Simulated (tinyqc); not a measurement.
Worked calculation: bound state in one dimension: Numerov shooting, finite differences, DVR. Computed by tinyqc, a small Python program that keeps every step. Settings: points = 48. Command: `OMP_NUM_THREADS=1 python tinyqc.py 21971 21972 out.jsonl` (the two numbers bound the seeds that draw the settings). One thread of a shared host (Intel(R) Xeon(R) Processor @ 2.60GHz), about 0.01 s of CPU time with the checks.

## Numerov steps at E = 0.1

One particle of mass 1 in V = 1.8 (x^2 - 1.39^2)^2 / 1.39^4 (atomic units), psi = 0 at both ends:
```
parameter                 value
left end              -3.400000
right end              3.400000
intervals                    48
h                      0.141667
state sought (nodes)          3
```

k_i = 2 m (E - V_i); (1 + h^2 k_(i+1)/12) y_(i+1) = 2 (1 - 5 h^2 k_i/12) y_i - (1 + h^2 k_(i-1)/12) y_(i-1), from y_0 = 0, y_1 = 0.001.

Points along the way:
```
i           x          V           k         y
0   -3.400000  44.696801  -89.193603  0.000000
1   -3.258333  36.367760  -72.535521  0.001000
2   -3.116667  29.197199  -58.194398  0.003560
3   -2.975000  23.080241  -45.960481  0.010513
4   -2.833333  17.916671  -35.633341  0.027535
5   -2.691667  13.610934  -27.021869  0.064698
16  -1.133333   0.202256   -0.204512  4.368699
17  -0.991667   0.433979   -0.667958  4.933727
18  -0.850000   0.705500   -1.210999  5.566640
19  -0.708333   0.986521   -1.773042  6.336597
20  -0.566667   1.251406   -2.302813  7.333976
21  -0.425000   1.479181   -2.758361  8.672611
```

## Bisection on the node count

With more sign changes than the state has nodes (the last point included) the energy is too high, else too low; the bracket starts as 0.1 to 12.

Trials:
```
trial           E  sign changes  y at the right end   next
1      6.05000000             5           -1.97e+00  lower
2      3.07500000             3           -1.06e+02  raise
3      4.56250000             4            4.22e+01  lower
4      3.81875000             3           -9.54e+01  raise
5      4.19062500             3           -1.21e+01  raise
6      4.37656250             4            2.00e+01  lower
7      4.28359375             4            5.14e+00  lower
8      4.23710938             3           -3.21e+00  raise
9      4.26035156             4            1.04e+00  lower
10     4.24873047             3           -1.07e+00  raise
11     4.25454102             3           -7.96e-03  raise
12     4.25744629             4            5.17e-01  lower
13     4.25599365             4            2.55e-01  lower
14     4.25526733             4            1.24e-01  lower
...           ...           ...                 ...    ...
29     4.25458497             4            2.42e-06  lower
30     4.25458496             4            4.16e-07  lower
31     4.25458495             3           -5.88e-07  raise
```

eigenvalue = 4.25458495 hartree

## The same grid by other methods

Three-point finite differences and the sine-DVR kinetic matrix of Colbert and Miller on the same points.

Lowest levels (hartree):
```
state  finite differences       DVR
0                1.072451  1.074779
1                1.338239  1.342511
2                2.869585  2.881769
3                4.220502  4.254895
4                5.938721  6.010774
5                7.839289  7.970153
```
